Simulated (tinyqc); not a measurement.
Three-level Kane dispersion of a narrow-gap semiconductor, step by step. Values are carried at full precision from step to step, so a last printed digit may differ when a step is redone from the rounded ones.

Zero of energy at Gamma8, c = hbar^2/2m0, P^2 = Ep c. The free-electron term and remote bands are left out, so the heavy holes are flat at E = 0 and the other three bands obey E (E - Eg)(E + Dso) = P^2 k^2 (E + 2 Dso/3). The conduction band is the highest root; its edge is Ec = max(Eg, 0).

Constants: hbar^2/2m0 = 3.80998211 eV angstrom^2; hbar = 6.58211957e-16 eV s; e^2/(4 pi eps0) = 14.39964547 eV angstrom; muB = 5.788381798e-05 eV/T.

Values chosen for the exercise (near those of InSb; not measured data): Eg = 0.223 eV (E(Gamma6) - E(Gamma8)); Dso = 0.81 eV (spin-orbit splitting); Ep = 23.6 eV (Kane energy); k = 0.038 1/angstrom (wave vector); n = 1.9e+16 cm^-3 (electron density); eps = 15.4 (high-frequency dielectric constant); B = 1.2 T (magnetic field).

## The three bands at one k

Expand the equation into E^3 + a2 E^2 + a1 E + a0 = 0 and give its roots; compare with the two-level form (Dso to infinity) E = Eg/2 +/- sqrt(Eg^2/4 + (2/3) P^2 k^2).

P^2 k^2 = 0.129838 eV^2

a2, a1, a0: [0.587000, -0.310468, -0.070113]

roots (eV): [-0.8543, -0.1825, 0.4498]

two-level form (eV): [-0.2031, 0.4261]

The two-level form misses the highest root by -23.7 meV. The order is normal: Gamma6 forms the conduction band.

## Mass at the edge and limiting velocity

m0* = Eg (Eg + Dso)/(Ep (Eg + 2 Dso/3)). In the two-level form the velocity tends to v = sqrt(2/3) P/hbar, and |Eg| = 2 m v^2 with m = 3 |Eg|/(2 Ep), as for a relativistic particle. 1 angstrom = 1e-10 m.

m0* = 0.01279 m0
P = 9.4824 eV angstrom
v = 1.176e+06 m/s
k at which the linear part sets in, |Eg|/(2 hbar v) = 0.01440 1/angstrom

## Fermi level and mass at a given density

Degenerate electrons at T = 0: kF = (3 pi^2 n)^(1/3), 1 cm^-3 = 1e-24 angstrom^-3; EF is the highest root at kF. The momentum (cyclotron, optical) mass is m(E) = hbar^2 k/(dE/dk) = c d(k^2)/dE with d(k^2)/dE = k^2 [1/E + 1/(E - Eg) + 1/(E + Dso) - 1/(E + 2 Dso/3)]; the density of states is k d(k^2)/dE/(2 pi^2).

Edge mass m0* = Eg (Eg + Dso)/(Ep (Eg + 2 Dso/3)).

Compare EF - Ec with the parabolic value c kF^2/m0*.

kF = 0.00826 1/angstrom
EF - Ec = 0.0188 eV
parabolic value = 0.0203 eV
m(EF) = 0.01477 m0
m(EF)/m0* = 1.155
density of states at EF = 1.622e+18 1/(eV cm^3)

The parabola overstates EF - Ec by a factor of 1.08; (EF - Ec)/|Eg| = 0.08, and the two-level rule 1 + 2 (EF - Ec)/|Eg| = 1.169 estimates the mass ratio.

## Plasma and cyclotron energies

hbar wp = sqrt(8 pi c (e^2/4 pi eps0) n/(eps m)), hbar wc = 2 muB B/m (classical limit), with m = m(EF) and, for comparison, the edge mass; n in angstrom^-3.

hbar wp with m(EF), with m0* (meV): [10.73, 11.53]

hbar wc with m(EF), with m0* (meV): [9.40, 10.86]

hbar wc is not small against EF - Ec = 18.8 meV, so fewer than ten Landau levels are filled and the classical value is only a guide.

## Checks

- Roots of the cubic against the 8 x 8 Kane matrix without remote terms: they agree to 1e-10 or better.
- m(E) near the edge against m0*: both 0.01279.

Computed by tinyqc, a small Python program: `OMP_NUM_THREADS=1 python tinyqc.py 1051193 1051194 out.jsonl` (the numbers bound the seed that draws the inputs); one thread of a shared host (Intel(R) Xeon(R) Processor @ 2.30GHz), about 0.01 s for the whole set of steps.
